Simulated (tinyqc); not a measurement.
Two-mode optical phonons of a ternary alloy from two coupled oscillators: one step, computed by the program tinyqc.

An alloy A(x)B(1-x)C has an A-C and a B-C bond oscillator. Each TO frequency moves linearly from the impurity mode (dilute end) to the TO of the pure crystal; each strength is proportional to the number of bonds.

Task: LO modes, coupled by the field. eps(omega) = eps_inf + W_1/(omega_1^2 - omega^2) + W_2/(omega_2^2 - omega^2) = 0 is the eigenproblem of the matrix [[omega_1^2 + W_1/eps_inf, sqrt(W_1 W_2)/eps_inf], [sqrt(W_1 W_2)/eps_inf, omega_2^2 + W_2/eps_inf]] for omega_LO^2. Uncoupled values keep the diagonal alone. eps_s = eps_inf + W_1/omega_1^2 + W_2/omega_2^2.

omega_1 (A-C, TO) = 697.6 1/cm

omega_2 (B-C, TO) = 431.2 1/cm

eps_inf = 5.458

W_1 = 807966.3 1/cm^2

W_2 = 143378.9 1/cm^2

Give: matrix; lower LO mode; upper LO mode; uncoupled values; eps_s.

Result:

matrix (1/cm^2):
```
            1           2
1  6.3468e+05  6.2360e+04
2  6.2360e+04  2.1220e+05
```

lower LO mode = 450.77 1/cm

upper LO mode = 802.30 1/cm

uncoupled values (1/cm): 460.65  796.67

eps_s = 7.8894

The field pushes the upper mode up by 5.64 and the lower one down by 9.89 per cm; the lower LO stays between the two TO modes.
